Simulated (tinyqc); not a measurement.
Ionisation potential and affinity of a slab from the planar-averaged potential: one step. The potential line-up.

Values chosen for the exercise (out of a larger set: gap near that of Si; not measured data): h = 0.35 angstrom (grid step).

macroscopic average (eV): -4.24000  -5.54442  -6.74166  -7.64271  -8.15354  -8.36130  -8.43727  -8.47021  -8.47852  -8.47984  -8.47998  -8.47999  -8.48000  -8.48000  -8.47999  -8.47998  -8.47984  -8.47852  -8.47021  -8.43727  -8.36130  -8.15354  -7.64271  -6.74166  -5.54442  -4.24000  -2.93558  -1.73834  -0.83729  -0.32646  -0.11870  -0.04273  -0.00979  -0.00148  -0.00016  -0.00002  -0.00001  0.00000  0.00000  0.00000  0.00000  0.00000  0.00000  0.00000  -0.00001  -0.00002  -0.00016  -0.00148  -0.00979  -0.04273  -0.11870  -0.32646  -0.83729  -1.73834  -2.93558

Problem. Read the macroscopic average in the middle of each region, j = 12 and j = 40, and its slope in A by a central difference over two points each way.

Give: plateau in A; plateau in vacuum; dV = vacuum - A; slope in A.

Solution.

plateau in A = -8.480 eV
plateau in vacuum = 0.000 eV
dV = vacuum - A = 8.480 eV
slope in A = 0.000 eV/angstrom

The plateaus are flat, so the line-up is well defined.

Computed by tinyqc, a small Python program: `OMP_NUM_THREADS=1 python tinyqc.py 1850070 1850071 out.jsonl` (the numbers bound the seed that draws the inputs); one thread of a shared host (Intel(R) Xeon(R) Processor @ 2.30GHz), about 0.01 s for the whole set of steps.
